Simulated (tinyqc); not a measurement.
Two-dimensional dopant profile at a mask edge: lateral junction, overlap and effective channel length: one step, computed by the program tinyqc. Command: `OMP_NUM_THREADS=1 python tinyqc.py 3031969 3031970 out.jsonl lateral walk`. One thread of a shared host (Intel(R) Xeon(R) Processor @ 2.30GHz), about 0.01 s of CPU time with the checks.

Ions enter for y < 0; the mask (spacer, then gate) covers y > 0. x is the depth. The surface reflects dopant during the anneal.

Task: Junction contour. Widths s_x^2 = (vertical straggle)^2 + 2 D t, s_y^2 = (lateral straggle)^2 + 2 D t. C(x, y) = V(x) (1/2) erfc(y/(sqrt2 s_y)), V(x) = Q/(sqrt(2 pi) s_x) [exp(-(x - R_p)^2/(2 s_x^2)) + exp(-(x + R_p)^2/(2 s_x^2))]; 1 nm = 1e-7 cm. The lateral junction at depth x solves C = C_B: y_j(x) = sqrt2 s_y erfc^-1(2 C_B/V(x)). Depths are 0, 0.15, 0.3, 0.45, 0.6, 0.75, 0.9 and 0.97 of x_j.

Inputs (values chosen for the exercise, modelled on a source-drain extension in silicon): dose Q = 1.5e+15 1/cm^2; projected range R_p = 6.7 nm; channel doping C_B = 3.5e+17 1/cm^3.

vertical junction x_j = 31.31881 nm

s_x = 6.183850 nm

s_y = 5.986652 nm

Give: Contour.

Result:

Contour:
```
x/x_j  x (nm)  V (1/cm^3)  y_j (nm)
0.00     0.00   1.076e+21     20.41
0.15     4.70   1.095e+21     20.44
0.30     9.40   9.127e+20     20.14
0.45    14.09   4.769e+20     19.04
0.60    18.79   1.433e+20     16.85
0.75    23.49   2.428e+19     13.09
0.90    28.19   2.312e+18      6.17
0.97    30.38   6.335e+17     -0.79
```

The contour reaches furthest, 20.44 nm, at x/x_j = 0.15 among these rows, below the surface, where punch-through would start. It crosses the mask edge where V = 2 C_B. Caution: the peak exceeds usual solubilities, so part of the dose is inactive and diffusion is concentration dependent.
